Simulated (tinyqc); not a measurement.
Inside a calculation. Model: three-phonon processes in a diatomic chain: dispersion, energy and momentum conservation, and decay channels of optical phonons. Computed by tinyqc, a small Python program that keeps every step. Command: `OMP_NUM_THREADS=1 python tinyqc.py 3121405 3121406 out.jsonl threeph walk`. One thread of a shared host (Intel(R) Xeon(R) Processor @ 2.30GHz), about 0.04 s of CPU time with the checks. Intermediate numbers are printed to about 7 digits and carried at full precision; extremes and crossings named in words are read from the listed rows.

Cell length a, two atoms, one spring constant. x = q a/pi runs from -1 to 1; A and O are the acoustic and optical branches. Matrix elements are not computed: only conservation laws and occupation factors are followed.

Inputs (values chosen for the exercise, for a model chain):
```
quantity,value,unit
light mass m,10.8,u
heavy mass M,48.7,u
spring constant k,6.2,eV/angstrom^2
temperature T,50,K
wave number of the decaying phonon q a/pi,0.38,-
```

Constants: nu for 1 eV/(angstrom^2 u) = 15.6333042 THz; h x 1 THz = 4.135667696 meV; k_B = 8.617333262e-05 eV/K.

## Band edges

omega^2 = k (1/m + 1/M) -/+ k sqrt((1/m + 1/M)^2 - 4 sin^2(pi x/2)/(m M)); nu = 15.6333042 THz x sqrt(omega^2) for eV/(angstrom^2 u). Acoustic top sqrt(2 k/M), optical bottom sqrt(2 k/m), optical top sqrt(2 k (1/m + 1/M)).

acoustic top = 7.888549 THz

optical bottom = 16.75135 THz

optical top = 18.51585 THz

optical top over twice the acoustic top = 1.173591

optical bottom over twice the acoustic top = 1.061751

optical width over acoustic top = 0.2236795

The zone-centre optical phonon lies above twice the acoustic top (M/m > 3), so its decay into two acoustic phonons is forbidden; at M/m > 4 energy alone forbids it for every optical phonon.

## Dispersion

The formulas are those given above.

Branches:
```
x,nu_A (THz),nu_O (THz)
0.10,1.118483,18.48204
0.20,2.221436,18.38211
0.35,3.810531,18.11951
0.50,5.263642,17.75193
0.65,6.498508,17.33800
0.80,7.405627,16.97037
0.90,7.764639,16.80914
1.00,7.888549,16.75135
```

## All channels at the given wave number

Processes for O(x): decay O -> A + A and O -> O + A with x = x' + x'' (mod 2), and absorption O + A -> O with x + x' = x'' (mod 2). Roots of the energy mismatch in x' are bracketed on 4001 points from -1 to 1 and refined. A process is umklapp (U) if the sum of wave numbers leaves (-1, 1]. Weight = occupation factor/|d mismatch/dx'|, the factor being 1 + n' + n'' for decay and n' - n'' for absorption. Pairs that differ only by exchanging two acoustic products count once, and the trivial root x' = 0 is left out.

nu_O(x) = 18.05295 THz

Channels:
```
process,x',x'',nu' (THz),nu'' (THz),type,weight (1/THz)
none,-,-,-,-,-,-
```

No three-phonon channel is open for this phonon in the chain; four-phonon processes, or other branches in three dimensions, would set its lifetime.

## Phase space against the mass ratio

Total weight summed over channels and averaged over x = 0.05, 0.15, ..., 0.95, with m and k fixed; share of those x with an open channel.

Optical phonons:
```
M/m,"weight, A + A (1/THz)","weight, with O (1/THz)",share open
1.1,0.0423536,0,1.0
1.5,0.1325735,0,1.0
2.0,0.0846466,0,0.8
2.5,0.0510639,0,0.5
2.9,0.0398256,0,0.2
3.3,0.0000000,0,0.0
3.7,0.0000000,0,0.0
4.2,0.0000000,0,0.0
6.0,0.0000000,0,0.0
```

The A + A channel closes between M/m = 2.9 and 3.3 on this grid: energy conservation alone would allow it up to M/m = 4, where the optical bottom passes twice the acoustic top, but momentum must be conserved too. No channel with a second optical phonon opens at any ratio. A large gap that shuts such channels is one reason why crystals with very unequal masses can conduct heat well.

Checks made by the program: band edges against the dispersion (relative difference below 1e-10).
